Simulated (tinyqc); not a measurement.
## Thermal RC ladder, step response: single pulses of growing length

A ladder of 2 nodes: R_i joins node i to node i + 1, the last R to the ambient; C_i is the heat capacity of node i; theta is the rise above ambient, zero at t = 0. d theta/dt = -A theta + b with b = (Pw/C_1, 0, ...), times in ms.

A = C^(-1) K, K_ii = 1/R_(i-1) + 1/R_i (no first term for node 1), K_(i,i+1) = K_(i+1,i) = -1/R_i. The time constants tau_k are the inverse eigenvalues of A; the rise of node 1 per watt is Z(t) = sum_k r_k (1 - exp(-t/tau_k)), with r_k = v_k1^2 tau_k/C_1 and v_k the unit eigenvectors of C^(-1/2) K C^(-1/2).

Parameters, values chosen for the exercise:
```
symbol         value  unit                           meaning
R       [0.69, 0.53]   K/W  resistances, junction to ambient
C        [0.27, 4.2]  mJ/K      heat capacities of the nodes
Pw               2.3     W        power at node 1 from t = 0
```

Results:
```
t (ms)  Z(t) (K/W)   Z/sum R  t/C_1 (K/W)  rise (K)
0.035      0.11823  0.096906      0.12963   0.27192
0.065      0.20349   0.16680      0.24074   0.46803
0.12       0.32908   0.26974      0.44444   0.75688
0.23       0.49668   0.40712      0.85185    1.1424
0.42       0.64619   0.52966       1.5556    1.4862
0.79       0.76837   0.62981       2.9259    1.7673
2.7         1.0204   0.83637       10.000    2.3469
5.1         1.1471   0.94028       18.889    2.6384
9.5         1.2085   0.99059       35.185    2.7796
```

Estimate the missing row, t = 1.5 ms.

Computed row:
```
t (ms)  Z(t) (K/W)  Z/sum R  t/C_1 (K/W)  rise (K)
1.5        0.88947  0.72907       5.5556    2.0458
```

With this row back in the table: Z rises from 0.118 to 1.21 K/W, against 1.22 K/W in the steady state. In the first row it is 8.8 % below t/C_1, the limit in which only the first heat capacity is charged. It passes half of the steady value at t = 0.42 ms among the rows.

Computed by the program tinyqc: `OMP_NUM_THREADS=1 python tinyqc.py 2520039 2520040 out.jsonl`, one thread of a shared Intel Xeon 2.30GHz, about 0.01 s for the whole run.
